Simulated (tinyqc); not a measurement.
Classical nucleation, growth and JMAK kinetics of crystallisation from a melt or glass. From barrier W* back to interface energy gamma. Computed by tinyqc, a small Python program. Command: `OMP_NUM_THREADS=1 python tinyqc.py 3018999 3019000 out.jsonl nucl inv`. One thread of a shared host (Intel(R) Xeon(R) Processor @ 2.30GHz), about 0.01 s of CPU time with the checks.

A spherical nucleus cap on a flat wall with a sharp interface of isotropic energy gamma; lambda = Omega^(1/3) is the jump distance.

Inputs (values chosen for the exercise, for a model substance):
```
quantity,value,unit
melting point T_m,1570,K
heat of melting per volume H,1530,J/cm^3
atomic volume Omega,15.1,angstrom^3
temperature T,1107,K
contact angle theta,60,degrees
```

Nucleation: on a flat wall. Driving force: Thompson-Spaepen.

Constants: e = 1.602176634e-19 C; k_B = 1.380649e-23 J/K.

Method:
- Driving force per volume: dG = H [(T_m - T)/T_m] [2 T/(T_m + T)].
- Shape factor f = (2 + cos theta)(1 - cos theta)^2/4.
- W(r) = f [4 pi r^2 gamma - (4/3) pi r^3 dG]; r* = 2 gamma/dG; W* = f 16 pi gamma^3/(3 dG^2); n* = f (4/3) pi r*^3/Omega.

Problem. A run gave the result below. Find the interface energy gamma, known to lie between 0.11 and 0.18 J/m^2.

barrier W* = 0.2613868 eV

Solution.

Each step takes the trial c = (a f_b - b f_a)/(f_b - f_a), f being the result less the target and a, b, c the logarithms of the listed values; c replaces end b, the old b replaces a if the sign of f changed, and otherwise f_a is halved.

Scan of the range:
```
interface energy gamma (J/m^2),barrier W* (eV)
0.110,0.156182
0.119,0.197740
0.130,0.257801
0.141,0.328936
0.153,0.420270
0.166,0.536758
0.180,0.684340
```

False position (Illinois rule, in the logarithm of the input) inside the bracket:
```
step,end a,end b,trial,barrier W* (eV)
1,0.130000,0.141000,0.130533,0.260987
2,0.141000,0.130533,0.130593,0.261343
3,0.141000,0.130593,0.130606,0.261421
4,0.130593,0.130606,0.130600,0.261387
5,0.130606,0.130600,0.130600,0.261387
```

Barrier W* rises at every point of a 13-point scan of the range (every second point is shown), so one value fits; it is bracketed by 0.130 and 0.141. The scan shows a pure power law with exponent 3.000, so scaling from any one row also gives the answer directly. Answer: interface energy gamma = 0.1306 J/m^2.

Caution: with under 20 atoms in the nucleus or a barrier under 10 k_B T the capillary model is only a guide.
